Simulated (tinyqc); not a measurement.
Six-transistor SRAM cell, nodal equations and margins: course of the iteration: node voltages in a read by Newton steps.

Two cross-coupled inverters (pull-down bn, pull-up bp) hold the nodes Q and QB; access transistors (ba, threshold VTn, gate on the word line at Vdd when selected) join them to the bit lines. Transistor (EKV form, voltages against the body): I = 2 n b Vt^2 [F(vp - Vs) - F(vp - Vd)] from drain to source, F(v) = ln^2(1 + exp(v/(2 Vt))), vp = (Vg - VT + sg |Vd - Vs|)/n. n-channel bodies are at 0; for the p-channel device all voltages are counted down from Vdd. b in uA/V^2 gives I in uA. For an access transistor the bit line is the drain and the node the source. In a read both bit lines are at Vdd. The cell is symmetric (no mismatch).

F1 = In(gate QB, drain Q) - Ip(gate QB, drain Q) - Ia(bit line, Q), F2 the same with Q and QB exchanged; J by central differences with +/- 1e-6 V; solve J d = -F, limit each component to +/- 0.15 V and add.

Stop when the largest change of (Q, QB) is below 1e-9 V, or after 30 iterations. The rule counts as met only at the stable state with Q low.

Parameters, values chosen for the exercise:
```
symbol,value,unit,meaning
T,300,K,temperature
Vdd,0.75,V,supply voltage
n,1.44,,slope factor
sg,0.079,,drain-induced barrier lowering
VTn,0.26,V,n-channel threshold
VTp,0.38,V,p-channel threshold (magnitude)
bn,180,uA/V^2,gain factor of the pull-down transistor
ba,120,uA/V^2,gain factor of the access transistor
bp,81,uA/V^2,gain factor of the pull-up transistor
```

Constants: q = 1.602176634e-19 C, kB = 1.380649e-23 J/K, Vt = kB T/q. Results are converted to the units shown.

(Q, QB) at the start (V): Q 0.290000, QB 0.350000

Course of the iteration:

| iteration | Q (V) | largest \|change\| of one entry (V) |
|---|---|---|
| 1 | 0.313464 | 0.0307 |
| 2 | 0.317784 | 4.32e-3 |
| 3 | 0.317647 | 1.83e-4 |
| 4 | 0.317648 | 2.05e-7 |
| 5 | 0.317648 | 3.86e-13 |

Did this iteration meet its convergence test, and what does its course show?

No. The steps settle on Q = QB = 0.3176 V. There det J is negative, so this is the unstable balance point of the latch, not a stored state. A rerun from (0, Vdd) converges in 5 iterations to Q = 0.09107 V, QB = 0.7493 V.

Program tinyqc, `OMP_NUM_THREADS=1 python tinyqc.py 2340010 2340011 out.jsonl`; Intel Xeon 2.30GHz, shared host, one thread, about 0.1 s.
